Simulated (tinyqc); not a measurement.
Critical points: density of states of one tight-binding band on the simple cubic lattice.

E(k) = -2 t (c1 + c2 + c3) - 4 t2 (c1 c2 + c2 c3 + c3 c1) with ci = cos(2 pi ki); k in fractions of the reciprocal vectors, mesh k_i = j/N with j = 0 .. N-1. Densities are per cell and per spin, so the band holds one state.

Parameters, chosen for this exercise: t = 1.64 eV (nearest hopping); t2 = 0.19 eV (second hopping).

The gradient vanishes at these points by symmetry; the signs of the eigenvalues of the second-derivative matrix give the type.

Critical points:
```
point                k    E (eV)  positive  negative     type
Gamma        (0, 0, 0)  -12.1200         3         0  minimum
X          (0.5, 0, 0)   -2.5200         2         1   saddle
M        (0.5, 0.5, 0)    4.0400         1         2   saddle
R      (0.5, 0.5, 0.5)    7.5600         0         3  maximum
```

Gamma is a minimum at -12.120 eV: its contribution to g starts as a square root. X is a saddle at -2.520 eV: g has a square-root kink there. M is a saddle at 4.040 eV: g has a square-root kink there. R is a maximum at 7.560 eV: its contribution to g ends as a square root.

Computed by tinyqc, a small Python program: `OMP_NUM_THREADS=1 python tinyqc.py 1651594 1651595 out.jsonl` (the numbers bound the seed that draws the inputs); one thread of a shared host (Intel(R) Xeon(R) Processor @ 2.30GHz), about 0.2 s for the whole set of steps.
